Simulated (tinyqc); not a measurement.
Worked calculation: square lattice in a magnetic field (Harper-Hofstadter model). Values are carried at full precision from step to step, so a last printed digit may differ when a step is redone from the rounded ones.

Constants: h/e = 413566.7697 T angstrom^2.

Inputs chosen for the exercise: p = 1 (flux per plaquette p/q, in units of h/e); q = 8; a = 130 angstrom (period); tx = 0.6 meV (hopping along x); ty = 0.6 meV (hopping along y); k = (0.375, 0.244) (kx, ky).

## The field behind the flux

B = (p/q)(h/e)/a^2, and the field for one flux quantum a cell.

B = 3.059 T
field for one quantum = 24.47 T

## The Harper matrix

Landau gauge, lattice period 1: the magnetic cell has q sites j = 0 to q - 1 along x. H_jj = -2 ty cos(ky + 2 pi p j/q), H_(j,j+1) = -tx, and the bond from q - 1 back to 0 is H_(q-1,0) = -tx exp(i q kx). The levels depend on k only through cos(q kx) and cos(q ky), so the band edges lie at (0, 0) and (pi/q, pi/q).

Fill it in at the given k.

H(k) (meV), lower triangle (Hermitian):
```
                0        1        2        3        4        5
0         -1.1645
1         -0.6000  -0.6184
2               0  -0.6000   0.2899
3               0        0  -0.6000   1.0284
4               0        0        0  -0.6000   1.1645
5               0        0        0        0  -0.6000   0.6184
6               0        0        0        0        0  -0.6000
7  0.5940-0.0847i        0        0        0        0        0

         6        7
6  -0.2899
7  -0.6000  -1.0284
```

## Levels at that k

Diagonalise; the trace is a check.

levels (meV): -1.9735  -1.2125  -0.5800  -0.2422  0.2422  0.5800  1.2125  1.9735

trace = 0.0000 meV

## Band edges

Diagonalise at (0, 0) and (pi/q, pi/q).

Bands (meV):
```
band   bottom      top   width  gap above
1     -1.9744  -1.9734  0.0010     0.7586
2     -1.2148  -1.2000  0.0148     0.5506
3     -0.6494  -0.5623  0.0871     0.2904
4     -0.2719   0.0000  0.2719     0.0000
5      0.0000   0.2719  0.2719     0.2904
6      0.5623   0.6494  0.0871     0.5506
7      1.2000   1.2148  0.0148     0.7586
8      1.9734   1.9744  0.0010          -
```

The bands cover 0.750 meV of the zero-field width 4 (tx + ty) = 4.8 meV. For even q the two middle bands touch at E = 0.

## Hall conductance of the gaps

Gap r (r bands filled) has sigma_xy = t_r e^2/h in size and relative sign, where r = q s_r + p t_r with integers and |t_r| <= q/2; the Chern number of band r is t_r - t_(r-1), with t_0 = t_q = 0. The closed middle gap of even q has no unique t and is marked by a dash, as are the two bands that touch.

Integers:
```
r  t_r  s_r  Chern number of band r
1    1    0                       1
2    2    0                       1
3    3    0                       1
4    -    -                       -
5   -3    1                       -
6   -2    1                       1
7   -1    1                       1
8    0    1                       1
```

The first gap carries t = 1; a single Landau level would carry 1.

## Checks

- Size of the Chern number of band 1 from plaquette phases against the integer equation: both 1.00.

tinyqc: `OMP_NUM_THREADS=1 python tinyqc.py 1282052 1282053 out.jsonl`; about 0.06 s, one thread, shared Intel(R) Xeon(R) Processor @ 2.30GHz.
